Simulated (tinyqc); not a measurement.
# Exponent and activation energy from three stresses

Inverse problem. Oxide breakdown follows t63 = a V^(-n) exp(Ea q/(kB T)). Find n, Ea and the E-model slope gamma = n/E (cm/MV) at the higher voltage, E = V/tox.

Values chosen for this exercise: oxide thickness tox = 5.9 nm.

Constants: q = 1.602176634e-19 C, kB = 1.380649e-23 J/K. Results are converted to the units shown.

t63 at (6.1 V, 423 K), (8.1 V, 423 K) and (8.1 V, 448 K) (s): [44585.784, 12.656893, 4.5380366]

Solution. The two voltages give n and the two temperatures Ea.

n = 28.80
Ea = 0.6700 eV
gamma = 2.098 cm/MV

Computed by the program tinyqc: `OMP_NUM_THREADS=1 python tinyqc.py 2070160 2070161 out.jsonl`, one thread of a shared Intel Xeon 2.30GHz, about 0.01 s for the whole run.
